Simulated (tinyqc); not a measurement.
Worked calculation: Hubbard chain of 6 sites. Computed by tinyqc, a small Python program that keeps every step. Settings: hopping = 0.73, U = 7.2, mixing = 1, iteration cap = 82. Command: `OMP_NUM_THREADS=1 python tinyqc.py 24518 24519 out.jsonl` (the two numbers bound the seeds that draw the settings). One thread of a shared host (Intel(R) Xeon(R) Processor @ 2.60GHz), about 0.2 s of CPU time with the checks. Later iterations appear only in the table of the cycle.

## Mean-field iteration 1

one-body matrix (hopping and site energies) (eV), order 1, 2, 3, 4, 5, 6:
$$\begin{pmatrix}
-0.05000 & -0.73000 & 0.00000 & 0.00000 & 0.00000 & 0.00000 \\
-0.73000 & -0.53000 & -0.73000 & 0.00000 & 0.00000 & 0.00000 \\
0.00000 & -0.73000 & 0.70000 & -0.73000 & 0.00000 & 0.00000 \\
0.00000 & 0.00000 & -0.73000 & -0.13000 & -0.73000 & 0.00000 \\
0.00000 & 0.00000 & 0.00000 & -0.73000 & 0.42000 & -0.73000 \\
0.00000 & 0.00000 & 0.00000 & 0.00000 & -0.73000 & -0.42000
\end{pmatrix}$$

U = 7.20000 eV

electrons, up and down: [3, 3]

mixing = 1

n(up) at the start (a guess, not normalised): 1 0.95000, 2 0.05000, 3 0.95000, 4 0.05000, 5 0.95000, 6 0.05000

n(down) at the start (a guess): 1 0.05000, 2 0.95000, 3 0.05000, 4 0.95000, 5 0.05000, 6 0.95000

H(up) = T + U n(down), H(down) = T + U n(up); fill the lowest levels; n(new) = n + mixing (n(out) - n); E = tr T (rho up + rho down) + U sum n_up n_down of the output.

levels, up (eV): [0.21110, 0.57864, 0.90989, 6.46028, 6.50583, 6.92427]

levels, down (eV): [-0.32441, -0.15112, 0.11742, 6.85886, 7.38791, 7.70134]

energy = -0.74957 eV

n(up) after iteration 1: 1 0.98647, 2 0.03024, 3 0.96874, 4 0.02784, 5 0.97140, 6 0.01531

n(down) after iteration 1: 1 0.01037, 2 0.98137, 3 0.01743, 4 0.98096, 5 0.01925, 6 0.99062

## Mean-field iteration 2

As before.

levels, up (eV): [-0.06508, 0.37159, 0.68445, 6.68396, 6.78107, 7.13401]

levels, down (eV): [-0.46116, -0.38974, -0.04340, 7.11686, 7.53576, 7.83168]

energy = -0.75292 eV

n(up) after iteration 2: 1 0.98836, 2 0.02606, 3 0.97290, 4 0.02438, 5 0.97527, 6 0.01303

n(down) after iteration 2: 1 0.00931, 2 0.98295, 3 0.01627, 4 0.98237, 5 0.01758, 6 0.99153

## Mean-field iteration 3

As before.

levels, up (eV): [-0.07244, 0.36045, 0.67618, 6.69471, 6.78780, 7.14330]

levels, down (eV): [-0.48982, -0.40632, -0.06745, 7.13034, 7.56307, 7.86017]

energy = -0.75294 eV

n(up) after iteration 3: 1 0.98842, 2 0.02591, 3 0.97306, 4 0.02424, 5 0.97541, 6 0.01296

n(down) after iteration 3: 1 0.00921, 2 0.98316, 3 0.01605, 4 0.98260, 5 0.01737, 6 0.99162

## Convergence

Each step fills the lowest levels of T + U n(other spin) and sets n(new) = n + mixing (n(out) - n); stop when output and input agree to 1e-8.

Course of the cycle:
```
iteration      E (eV)  largest |n(out) - n(in)|  mean |n_up - n_down|
1          -0.7495658                  4.06e-02               0.95985
2          -0.7529203                  4.19e-03               0.96446
3          -0.7529387                  2.33e-04               0.96476
4          -0.7529388                  2.58e-05               0.96478
5          -0.7529388                  1.38e-06               0.96478
6          -0.7529388                  1.48e-07               0.96478
7          -0.7529388                  7.74e-09               0.96478
```

local moments n_up - n_down: 1 0.97923, 2 -0.95728, 3 0.95705, 4 -0.95839, 5 0.95807, 6 -0.97868

Converged in 7 iterations. Before convergence this energy mixes input and output and is not variational, so it may rise towards its limit.

## Exact diagonalisation (400 states)

Lowest levels of the sector, and the double occupancy of the lowest state.

lowest levels (eV): [-1.08802, -0.94796, -0.78174, -0.71707, -0.66513, -0.62456]

double occupancy per site = 0.02359

The mean-field solution above lies 0.3351 eV above the exact energy.

## The lowest level by Lanczos steps

From a random start vector (not printed): a_j = <q_j|H|q_j>, b_j = norm of the remainder after orthogonalising; the Ritz value is the lowest eigenvalue of the tridiagonal matrix of a and b so far.

Lanczos:
```
j   a_j (eV)  b_j (eV)  lowest Ritz value (eV)
1    9.69953   5.72852               9.6995284
2   11.48329   7.21487               4.7938789
3   11.32534   7.77693               1.8305664
4   10.91687   4.88281              -0.2548539
5   13.69016   6.66190              -0.6260523
6   13.89526   5.78390              -0.7364566
7   10.98199   6.83700              -0.7724509
8    8.25149   6.59117              -0.8205296
9   14.32959   6.14130              -0.9238044
10  13.09799   4.89084              -1.0069177
```
